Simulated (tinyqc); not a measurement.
Worked calculation: plane-wave Kohn-Sham cycle with exchange-only LDA in a layered model solid. Computed by tinyqc, a small Python program that keeps every step. Settings: points = 16, plane-wave index or count = 2, electrons = 4, k points = 4, area = 31.0, mixing = 0.1, iteration cap = 51, Kerker q0 = 0.9. Command: `OMP_NUM_THREADS=1 python tinyqc.py 20363 20364 out.jsonl` (the two numbers bound the seeds that draw the settings). One thread of a shared host (Intel(R) Xeon(R) Processor @ 2.60GHz), about 0.03 s of CPU time with the checks. Later iterations appear only in the table of the cycle.

## Iteration 1: potential

A solid whose potential varies along x alone (atomic units):
```
parameter                      value
period a                   10.400000
cross-section of the cell  31.000000
electrons per cell                 4
grid points                       16
plane waves -n..n, n               2
k points                           4
V1 in V1 cos(2 pi x/a)     -0.740000
```

density at the start, on the grid x_j = j a/N (e/bohr^3): 0.01240695  0.01240695  0.01240695  0.01240695  0.01240695  0.01240695  0.01240695  0.01240695  0.01240695  0.01240695  0.01240695  0.01240695  0.01240695  0.01240695  0.01240695  0.01240695

V_H(G) = 4 pi rho(G)/G^2 for G != 0 (uniform background); v_x = -(3 rho/pi)^(1/3); V = V_ext + V_H + v_x; Fourier components f(G_m) = (1/N) sum_j f(x_j) exp(-i G_m x_j).

Potentials on the grid (hartree):
```
x             V_ext       V_H        v_x          V
0.000000  -0.740000  0.000000  -0.227971  -0.967971
0.650000  -0.683671  0.000000  -0.227971  -0.911641
1.300000  -0.523259  0.000000  -0.227971  -0.751230
1.950000  -0.283186  0.000000  -0.227971  -0.511156
2.600000          0  0.000000  -0.227971  -0.227971
3.250000   0.283186  0.000000  -0.227971   0.055215
3.900000   0.523259  0.000000  -0.227971   0.295288
4.550000   0.683671  0.000000  -0.227971   0.455700
5.200000   0.740000  0.000000  -0.227971   0.512029
5.850000   0.683671  0.000000  -0.227971   0.455700
6.500000   0.523259  0.000000  -0.227971   0.295288
7.150000   0.283186  0.000000  -0.227971   0.055215
7.800000          0  0.000000  -0.227971  -0.227971
8.450000  -0.283186  0.000000  -0.227971  -0.511156
9.100000  -0.523259  0.000000  -0.227971  -0.751230
9.750000  -0.683671  0.000000  -0.227971  -0.911641
```

V(G_m), m = 0, 1, 2, ... (hartree): -0.227971  -0.370000  0.000000  0.000000  0.000000

## Iteration 1: Hamiltonian at one k

k = 0.125000 2 pi / a

H(m,m') = (k + G_m)^2/2 delta + V(G_m - G_m'), with V(-G) = V(G).

H (hartree), lower triangle:
```
           -2         -1         +0         +1        +2
-2   0.413631
-1  -0.370000  -0.088244
+0   0.000000  -0.370000  -0.225119
+1   0.000000   0.000000  -0.370000   0.003006
+2   0.000000   0.000000   0.000000  -0.370000  0.596131
```

## Iteration 1: levels at that k

Diagonalise the Hermitian matrix.

eigenvalues (hartree): -0.717056  -0.231357  0.189942  0.646285  0.811591

## Iteration 1: new density

Motion across x is left out: the lowest 2 band(s) hold two electrons at each of the k points (j + 1/2)/nk - 1/2. Residual R = rho(out) - rho(in); rho(new) = rho(in) + 0.1 R, with R(G) scaled by G^2/(G^2 + 0.9^2) (Kerker). rho(out) = 2/(a A nk) sum |psi|^2 with psi = sum c exp(i G x). Harris energy E = band energy - dV sum rho (V_H/2 + v_x) + (3/4) dV sum rho v_x with rho(in), dV = a A/N, band energy = (2/nk) sum of the filled levels.

rho(out) (e/bohr^3): 0.02341196  0.02509281  0.02606589  0.02080628  0.01119950  0.00363388  0.00063435  0.00009483  0.00004416  0.00009483  0.00063435  0.00363388  0.01119950  0.02080628  0.02606589  0.02509281

density after iteration 1 (e/bohr^3): 0.01254925  0.01274799  0.01299425  0.01280468  0.01230712  0.01198518  0.01198531  0.01208995  0.01213298  0.01208995  0.01198531  0.01198518  0.01230712  0.01280468  0.01299425  0.01274799

energy per cell = -1.66092999 hartree

## Iteration 2: potential

As before.

Potentials on the grid (hartree):
```
x             V_ext        V_H        v_x          V
0.000000  -0.740000   0.014866  -0.228839  -0.953973
0.650000  -0.683671   0.014390  -0.230041  -0.899321
1.300000  -0.523259   0.012079  -0.231512  -0.742692
1.950000  -0.283186   0.006860  -0.230381  -0.506706
2.600000          0  -0.000325  -0.227358  -0.227682
3.250000   0.283186  -0.007067  -0.225357   0.050761
3.900000   0.523259  -0.011723  -0.225358   0.286178
4.550000   0.683671  -0.014183  -0.226012   0.443476
5.200000   0.740000  -0.014929  -0.226280   0.498791
5.850000   0.683671  -0.014183  -0.226012   0.443476
6.500000   0.523259  -0.011723  -0.225358   0.286178
7.150000   0.283186  -0.007067  -0.225357   0.050761
7.800000          0  -0.000325  -0.227358  -0.227682
8.450000  -0.283186   0.006860  -0.230381  -0.506706
9.100000  -0.523259   0.012079  -0.231512  -0.742692
9.750000  -0.683671   0.014390  -0.230041  -0.899321
```

V(G_m), m = 0, 1, 2, ... (hartree): -0.227947  -0.363477  0.000020  0.000288  0.000155

## Iteration 2: Hamiltonian at one k

k = 0.125000 2 pi / a

As before.

H (hartree), lower triangle:
```
           -2         -1         +0         +1        +2
-2   0.413654
-1  -0.363477  -0.088221
+0   0.000020  -0.363477  -0.225096
+1   0.000288   0.000020  -0.363477   0.003029
+2   0.000155   0.000288   0.000020  -0.363477  0.596155
```

## Iteration 2: levels at that k

As before.

eigenvalues (hartree): -0.706353  -0.226430  0.188190  0.639768  0.804347

## Iteration 2: new density

As before.

rho(out) (e/bohr^3): 0.02333282  0.02501124  0.02600564  0.02081257  0.01126680  0.00370193  0.00066513  0.00010205  0.00004761  0.00010205  0.00066513  0.00370193  0.01126680  0.02081257  0.02600564  0.02501124

density after iteration 2 (e/bohr^3): 0.01270088  0.01307924  0.01354671  0.01317989  0.01222034  0.01159226  0.01158136  0.01177641  0.01185788  0.01177641  0.01158136  0.01159226  0.01222034  0.01317989  0.01354671  0.01307924

energy per cell = -1.63060060 hartree

## Convergence

Stop when sqrt(dV sum R^2) is below 1e-8, dV = a A/N.

Course of the cycle:
```
iteration  E (hartree)  norm of the residual
1          -1.66092999              1.93e-01
2          -1.63060060              1.86e-01
3          -1.60229083              1.79e-01
4          -1.57588810              1.72e-01
5          -1.55128233              1.66e-01
6          -1.52836690              1.60e-01
7          -1.50703925              1.54e-01
8          -1.48720122              1.48e-01
9          -1.46875927              1.43e-01
10         -1.45162447              1.38e-01
11         -1.43571254              1.33e-01
...                ...                   ...
41         -1.25833991              4.14e-02
42         -1.25705211              3.98e-02
43         -1.25587179              3.82e-02
44         -1.25479030              3.67e-02
45         -1.25379967              3.53e-02
46         -1.25289253              3.39e-02
47         -1.25206210              3.26e-02
48         -1.25130210              3.13e-02
49         -1.25060675              3.00e-02
50         -1.24997073              2.88e-02
51         -1.24938913              2.77e-02
```

Not converged within 51 iterations: the residual falls steadily but slowly, by a factor of about 0.96 a step. Reruns (cap 100 unless said): mixing 0.5, Kerker q0 1.0: converged in 93 (E = -1.24333); mixing 0.3, Pulay depth 5: converged in 11 (E = -1.24333); the original settings with a cap of 400: not converged.
